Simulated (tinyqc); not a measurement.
Electron-beam lithography: double-Gaussian proximity function, edge placement and dose correction for parallel lines: one step, computed by the program tinyqc.

Lines are infinitely long. Absorbed energy is counted so that the middle of a very large area written at dose 1 receives 1; the resist develops where it exceeds 1/2.

Question. Dose correction. Uncorrected edge energies are M 1. Solve M d = 1/2 for the doses d that put the mean edge energy of every line at the threshold.

M:
```
           1          2          3          4          5
1  0.2552437  0.0003390  0.2089509  0.0000381  0.0000131
2  0.0004897  0.2485931  0.2362630  0.0000552  0.0000195
3  0.0002621  0.0001887  0.4921886  0.0004402  0.0002354
4  0.0000225  0.0000226  0.2045463  0.2559406  0.0004760
5  0.0000133  0.0000138  0.1685412  0.0008214  0.2551509
```

Give: edge energies at dose 1; corrected doses; largest over smallest dose.

Answer.

edge energies at dose 1: 1 0.4646, 2 0.4854, 3 0.4933, 4 0.4610, 5 0.4245

corrected doses: 1 1.128, 2 1.046, 3 1.013, 4 1.141, 5 1.287

largest over smallest dose = 1.270
